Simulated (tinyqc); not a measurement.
What each parameter does: deformation-potential model of the L valleys of a conduction band.

Valleys with axes along [111], [1-1-1], [-11-1] and [-1-11], one whole valley each. Herring-Vogt shift of a valley with unit axis a: dE = Xd tr(e) + Xu a.e.a. Non-degenerate shares n_i = exp(-dE_i/kT)/sum_j exp(-dE_j/kT). Inverse mass tensor of a valley: (1 - a a)/mt + a a/ml; the masses are taken as independent of strain.

s11 = (C11 + C12)/((C11 - C12)(C11 + 2 C12)), s12 = -C12/((C11 - C12)(C11 + 2 C12)), s44 = 1/C44; exx = s11 sxx + s12 (syy + szz) and cyclic, exy = s44 sxy/2; tension is positive. A uniaxial stress X along the unit vector n is s_ij = X n_i n_j.

Constants: kB = 8.617333262e-05 eV/K.

Values chosen for the exercise (near those of Ge; shifted at random, so the results belong to these values and not to a real crystal):
- ml = 1.616 m0 (longitudinal mass)
- mt = 0.085 m0 (transverse mass)
- Xd = -6.89 eV (dilation potential)
- Xu = 16.82 eV (uniaxial potential)
- C11 = 127.5 GPa
- C12 = 48.7 GPa
- C44 = 66.4 GPa
- load = uniaxial [111] (kind of stress)
- X = 1.47 GPa (stress)
- T = 300 K (temperature)

Spread of the valley edges, lowest edge, largest share and m_c along [110].

Results for these values:

| case | spread (meV) | lowest edge (meV) | largest share | m_c (m0) |
|---|---|---|---|---|
| base | 165.50 | -49.76 | 0.3331 | 0.1077 |

What happens to each result for Xd = -5.512 eV, all else kept?

Answer: spread does not change at the printed digits; lowest edge rises from -49.76 to -40.76; largest share does not change at the printed digits; m_c does not change at the printed digits.

The same for each parameter in turn:

| case | spread (meV) | lowest edge (meV) | largest share | m_c (m0) |
|---|---|---|---|---|
| base | 165.50 | -49.76 | 0.3331 | 0.1077 |
| ml = 1.293 m0 | 165.50 | -49.76 | 0.3331 | 0.1073 |
| mt = 0.068 m0 | 165.50 | -49.76 | 0.3331 | 0.0864 |
| Xd = -5.512 eV | 165.50 | -40.76 | 0.3331 | 0.1077 |
| Xu = 20.184 eV | 198.60 | -50.71 | 0.3333 | 0.1077 |
| C11 = 153 GPa | 165.50 | -48.91 | 0.3331 | 0.1077 |
| C12 = 58.44 GPa | 165.50 | -49.09 | 0.3331 | 0.1077 |
| C44 = 79.68 GPa | 137.91 | -42.87 | 0.3328 | 0.1078 |
| X = 1.176 GPa | 132.40 | -39.81 | 0.3327 | 0.1078 |
| T = 360 K | 165.50 | -49.76 | 0.3328 | 0.1078 |

Xd moves all valleys together, so it shifts the edge and nothing else.

Run: tinyqc, `OMP_NUM_THREADS=1 python tinyqc.py 1080238 1080239 out.jsonl`; Intel(R) Xeon(R) Processor @ 2.30GHz, one thread, shared host; about 0.02 s of CPU time with all checks.
